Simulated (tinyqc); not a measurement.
Worked calculation: self-heating of a transistor with one or more fingers, with temperature-dependent conductivity. Computed by tinyqc, a small Python program that keeps every step. Command: `OMP_NUM_THREADS=1 python tinyqc.py 3009357 3009358 out.jsonl selfheat walk`. One thread of a shared host (Intel(R) Xeon(R) Processor @ 2.30GHz), about 0.08 s of CPU time with the checks. Intermediate numbers are printed to about 6 digits and carried at full precision; extremes and crossings named in words are read from the listed rows.

N long parallel fingers lie on the top face of a slab whose bottom is held at T_0; the top is otherwise insulated, and heat flows in two dimensions. P in W/mm is 1000 P in W/m.

Inputs (values chosen for the exercise, modelled on indium phosphide):

| quantity | value | unit |
|---|---|---|
| conductivity at the base temperature kappa_0 | 60.7 | W/(m K) |
| exponent m in kappa ~ T^-m | 1.44 | - |
| base temperature T_0 | 323 | K |
| power per gate width P | 1.7 | W/mm |
| fingers N | 8 | - |
| finger pitch s | 9 | micrometre |
| width of the heat source w | 0.35 | micrometre |
| substrate thickness t | 260 | micrometre |
| phonon free path Lambda | 110 | nm |
| heat capacity C | 1.56 | 1e6 J/(m^3 K) |
| pulse length | 3.9 | microsecond |

Power: fixed power.

## Geometry factors

A line source of power P on the top face raises the top at distance x by (P/(pi kappa_0)) g(x), g(x) = -ln tanh(pi x/(4 t)) (the image sum for the slab). On a strip of width w the centre sees the mean of g over the strip, g_0 = 1 + ln(8 t/(pi w)) for w much below t.

own factor g_0 = 8.54522

g(j s), j = 1..7: 3.60527  2.91286  2.50862  2.22266  2.00172  1.82208  1.67108

## Linear temperature rise of each finger

theta_i = (P/(pi kappa_0)) [g_0 + sum over j != i of g(|i - j| s)], with equal powers and constant conductivity; thermal resistance = largest theta/P.

theta of each finger (K): 225.450  242.693  252.417  256.936  256.936  252.417  242.693  225.450

largest theta = 256.936 K

thermal resistance = 151.139 K mm/W

The neighbours supply 70 % of the rise of the hottest finger, which runs 31.5 K above the outer ones.

## Correction for the falling conductivity

Kirchhoff transformation for kappa = kappa_0 (T/T_0)^-m: T = T_0 [1 - (m - 1) theta/T_0]^(-1/(m - 1)), where theta is the linear rise. The bracket vanishes at the power P T_0/((m - 1) theta).

peak temperature = 859.821 K

true rise = 536.821 K

true rise / linear rise = 2.08932

power at which the formula diverges = 4.85706 W/mm

The falling conductivity adds 108.9 % to the rise. Caution: above about 700 K a single power law for kappa and the device itself are out of range.

## Extra rise from ballistic phonons

Near a source smaller than the free path, Fourier's law overstates the flow. Rough estimate: a strip that emits phonons into a half space adds a resistance times area of 4 Lambda/(3 kappa_0), from the ballistic flux C v Delta T/4 with kappa_0 = C v Lambda/3, so Delta T_b = 4 Lambda P/(3 kappa_0 w); Knudsen number Lambda/w.

Knudsen number = 0.314286

ballistic rise Delta T_b = 11.7361 K

Delta T_b / largest theta = 0.0456771

By this estimate the ballistic term is at most a fifth of the Fourier rise.

## Rise at the end of a pulse

After switching on, theta(tau) = (P D/kappa_0) int_0^tau X(u) Z(u) du at the hottest finger, D = kappa_0/C; X = sum over fingers at distance x of [erf((x + w/2)/r) - erf((x - w/2)/r)]/(2 w), Z = sum_(j=-200..200) (-1)^j exp(-(2 j t/r)^2)/sqrt(pi D u), r = 2 sqrt(D u); trapezoid rule on 300 points evenly spaced in ln u from u_0 = 1e-3 min(tau, w^2/D) to tau, plus the exact piece 2 sqrt(u_0/(pi D))/w below u_0. Conductivity and power are held at their base values here, and Fourier's law is used even where the diffusion length is near a phonon free path.

diffusivity D = 38.9103 micrometre^2/microsecond

diffusion length sqrt(D tau) = 12.3187 micrometre

linear rise after the pulse = 70.643 K

share of the steady rise = 0.2749

## Rise against time

The formulas are those given above.

Heating curve:

| time (microsecond) | sqrt(D time) (micrometre) | rise (K) | share of the steady rise |
|---|---|---|---|
| 0.0017 | 0.257191 | 16.123 | 0.06275 |
| 0.017 | 0.813311 | 26.234 | 0.1021 |
| 0.17 | 2.57191 | 36.59 | 0.1424 |
| 1.7 | 8.13311 | 56.211 | 0.2188 |
| 17 | 25.7191 | 109.04 | 0.4244 |
| 87 | 58.1824 | 162.85 | 0.6338 |
| 350 | 116.699 | 211.54 | 0.8233 |
| 1000 | 197.257 | 243.85 | 0.949 |
| 2600 | 318.067 | 256 | 0.9963 |

Half the steady rise is reached between 17 and 87 microseconds, and the last row holds 99.6 % of it; the slowest time constant is 4 t^2/(pi^2 D) = 704 microseconds. While the diffusion length lies between w and the pitch or thickness, the rise grows as the logarithm of time; once it nears the pitch of 9 micrometre the neighbours add their heat.

Checks made by the program: g(s) against the alternating image sum (relative difference 3e-07); Kirchhoff integral of kappa/kappa_0 from T_0 to T (relative difference below 1e-10); long-time limit against the steady rise (relative difference 1e-05).
